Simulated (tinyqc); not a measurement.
Worked calculation: exchange-only LDA atom on a uniform radial grid, spin-unpolarised, for Be(2+). Computed by tinyqc, a small Python program that keeps every step. Settings: Z = 4, points = 192, R = 6.5, functional = Slater exchange alone, mixing = 0.6, iteration cap = 70. Command: `OMP_NUM_THREADS=1 python tinyqc.py 23658 23659 out.jsonl` (the two numbers bound the seeds that draw the settings). One thread of a shared host (Intel(R) Xeon(R) Processor @ 2.60GHz), about 0.2 s of CPU time with the checks. Later iterations appear only in the table of the cycle.

## Iteration 1

Spherical atom on a uniform radial grid r_j = j h with h = R/(N + 1), h sum u^2 = 1 and integrals as h times sums, u(0) = u(R) = 0 (atomic units):
```
parameter,value
Z,4
points N,192
R,6.500000
h,0.033679
mixing,0.600000
electrons in 1s,2
```

Three-point differences turn -u''/2 + [l(l+1)/2r^2 - Z/r + V] u = e u into a tridiagonal matrix (diagonal 1/h^2 + potential, off-diagonal -1/2h^2). D = sum f u^2; the Hartree potential y/r solves y'' = -D/r with y(0) = 0, y(R) = N_e; v_xc comes from rho = D/(4 pi r^2); E = sum f e - int D V + int D (V_H/2 + eps_xc); V(new) = V + mixing (V_H + v_xc - V).

eigenvalues (hartree): 1s -7.964029

Every 12th grid point:
```
r,V in,u(1s),D,V_H,v_xc
0.404145,0.000000,1.284515,3.299955,4.435990,-1.153626
0.808290,0.000000,0.512629,0.525578,2.457867,-0.393932
1.212435,0.000000,0.153437,0.047086,1.648968,-0.134517
1.616580,0.000000,0.040823,0.003333,1.237156,-0.045934
2.020725,0.000000,0.010182,0.000207,0.989743,-0.015685
2.424870,0.000000,0.002438,0.000012,0.824786,-0.005356
2.829016,0.000000,0.000568,6.44e-07,0.706960,-0.001829
3.233161,0.000000,0.000129,3.35e-08,0.618590,-0.000625
3.637306,0.000000,0.000029,1.69e-09,0.549858,-0.000213
4.041451,0.000000,0.000006,8.30e-11,0.494872,-0.000073
4.445596,0.000000,1.41e-06,0,0.449883,-0.000025
4.849741,0.000000,3.08e-07,0,0.412393,0.000000
5.253886,0.000000,6.65e-08,0,0.380671,0.000000
5.658031,0.000000,1.43e-08,0,0.353480,0.000000
6.062176,0.000000,2.95e-09,0,0.329915,0.000000
6.466321,0.000000,1.48e-10,0,0.309295,0.000000
```

total energy = -13.07495867 hartree

## Iteration 2

As before.

eigenvalues (hartree): 1s -5.854137

Every 12th grid point:
```
r,V in,u(1s),D,V_H,v_xc
0.404145,1.969418,1.275895,3.255818,4.325950,-1.148459
0.808290,1.238361,0.580964,0.675039,2.447441,-0.428205
1.212435,0.908671,0.204381,0.083543,1.648187,-0.162849
1.616580,0.714733,0.064927,0.008431,1.237103,-0.062587
2.020725,0.584434,0.019538,0.000763,0.989739,-0.024221
2.424870,0.491658,0.005686,0.000065,0.824786,-0.009419
2.829016,0.423078,0.001617,0.000005,0.706960,-0.003676
3.233161,0.370779,0.000452,4.09e-07,0.618590,-0.001438
3.637306,0.329787,0.000125,3.12e-08,0.549858,-0.000564
4.041451,0.296879,0.000034,2.33e-09,0.494872,-0.000221
4.445596,0.269915,0.000009,1.72e-10,0.449883,-0.000087
4.849741,0.247436,2.50e-06,1.25e-11,0.412393,-0.000034
5.253886,0.228402,6.69e-07,0,0.380671,-0.000014
5.658031,0.212088,1.78e-07,0,0.353480,0.000000
6.062176,0.197949,4.47e-08,0,0.329915,0.000000
6.466321,0.185577,2.49e-09,0,0.309295,0.000000
```

total energy = -13.20799391 hartree

## Iteration 3

As before.

eigenvalues (hartree): 1s -5.112011

Every 12th grid point:
```
r,V in,u(1s),D,V_H,v_xc
0.404145,2.694262,1.269445,3.222981,4.280985,-1.144585
0.808290,1.706886,0.605355,0.732909,2.442182,-0.440108
1.212435,1.254671,0.225940,0.102098,1.647692,-0.174109
1.616580,0.990603,0.076666,0.011755,1.237061,-0.069920
2.020725,0.813085,0.024751,0.001225,0.989736,-0.028357
2.424870,0.685884,0.007752,0.000120,0.824786,-0.011581
2.829016,0.591202,0.002379,0.000011,0.706960,-0.004755
3.233161,0.518603,0.000719,1.04e-06,0.618590,-0.001960
3.637306,0.461491,0.000215,9.25e-08,0.549858,-0.000810
4.041451,0.415542,0.000064,8.13e-09,0.494872,-0.000336
4.445596,0.377844,0.000019,7.04e-10,0.449883,-0.000139
4.849741,0.346390,0.000005,6.02e-11,0.412393,-0.000058
5.253886,0.319755,1.60e-06,0,0.380671,-0.000024
5.658031,0.296923,4.60e-07,0,0.353480,0.000000
6.062176,0.277128,1.25e-07,0,0.329915,0.000000
6.466321,0.259808,7.22e-09,0,0.309295,0.000000
```

total energy = -13.22470298 hartree

## Convergence

Stop when input and output potentials agree to 1e-7.

Course of the cycle (hartree):
```
iteration,E,e(1s),largest |V(out) - V(in)|
1,-13.07495867,-7.964029,4.88e+00
2,-13.20799391,-5.854137,1.63e+00
3,-13.22470298,-5.112011,5.39e-01
4,-13.22648641,-4.848830,1.83e-01
5,-13.22666642,-4.754272,6.45e-02
6,-13.22668470,-4.719784,2.36e-02
7,-13.22668664,-4.707020,8.85e-03
8,-13.22668686,-4.702233,3.37e-03
9,-13.22668688,-4.700417,1.30e-03
10,-13.22668689,-4.699722,5.06e-04
11,-13.22668689,-4.699454,1.98e-04
12,-13.22668689,-4.699350,7.77e-05
13,-13.22668689,-4.699309,3.06e-05
14,-13.22668689,-4.699293,1.21e-05
15,-13.22668689,-4.699287,4.77e-06
16,-13.22668689,-4.699284,1.89e-06
17,-13.22668689,-4.699283,7.47e-07
18,-13.22668689,-4.699283,2.96e-07
19,-13.22668689,-4.699283,1.17e-07
20,-13.22668689,-4.699283,4.65e-08
```

Converged in 20 iterations. A uniform grid resolves the cusp poorly: for a bare nucleus this grid gives 1s at -7.96403 against -Z^2/2 = -8 hartree. Before convergence this energy mixes input and output and is not variational, so it may rise towards its limit.
